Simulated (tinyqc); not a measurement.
Convergence with the basis: effective-mass impurity with a central-cell term, in a basis of Slater functions. Computed by tinyqc, a small Python program. Command: `OMP_NUM_THREADS=1 python tinyqc.py 3028330 3028331 out.jsonl centralcell walk`. One thread of a shared host (Intel(R) Xeon(R) Processor @ 2.30GHz), about 0.01 s of CPU time with the checks.

The envelope obeys H = -nabla^2 - (2/r) [Z + A exp(-kappa r)] in effective units, with kappa = a*/lambda; positive A deepens the well near the core.

Inputs (values chosen for the exercise, with mass and screening modelled on InP): effective mass m = 0.0782 m_0; dielectric constant eps = 12.9; charge Z of the core = 1; central-cell strength A = 8.8; central-cell range lambda = 2.2 angstrom; smallest exponent zeta_1 = 0.35 1/a*; ratio beta of exponents = 2.5.

Impurity: donor, one isotropic band.

Constants: Ry = 13.605693123 eV; a_0 = 0.529177210903 angstrom.

Method:
- Units: Ry* = Ry m/eps^2 and a* = a_0 eps/m, with m in m_0.
- kappa = a*/lambda; the hydrogenic ground state is bound by Z^2 Ry*.
- For s functions exp(-zeta r), with s = zeta_i + zeta_j: S = 2/s^3, T = zeta_i zeta_j S, V = -2 Z/s^2, W = -2 A/(s + kappa)^2; each function is normalised by dividing by sqrt(S_ii S_jj).
- Large basis: zeta_i = 0.06 x 1.6^(i-1), i = 1..22, same formulas; for p functions r exp(-zeta r): S = 24/s^5, T = zeta_i zeta_j S (centrifugal term included), V = -12 Z/s^4, W = -12 A/(s + kappa)^4; overlap eigenvalues below 1e-11 are dropped.
- Binding energies are -E Ry*; the effective quantum number is nu = Z/sqrt(-E); |psi(0)|^2 is given relative to the hydrogenic Z^3/(pi a*^3).
- zeta_i = zeta_1 beta^(i-1), i = 1..n.
- The error is the lowest level above the large-basis value.

kappa = 39.6791 1/a*

Ry* = 6.39364 meV

1s binding energy = 6.76356 meV

Error of the 1s level:
```
n  error (meV)  largest exponent (1/a*)
1       3.0594               3.5000e-01
2       0.2243               8.7500e-01
3       0.0772               2.1875e+00
4       0.0692               5.4688e+00
5       0.0210               1.3672e+01
6       0.0182               3.4180e+01
7       0.0179               8.5449e+01
8       0.0179               2.1362e+02
```

The error falls from 3.06 to 0.0179 meV. The last function changes it by less than 5 %: it has levelled off, and what remains is set by beta and zeta_1, not by the range of exponents.

Extremes, crossings and ranges named in words are read from the listed rows.
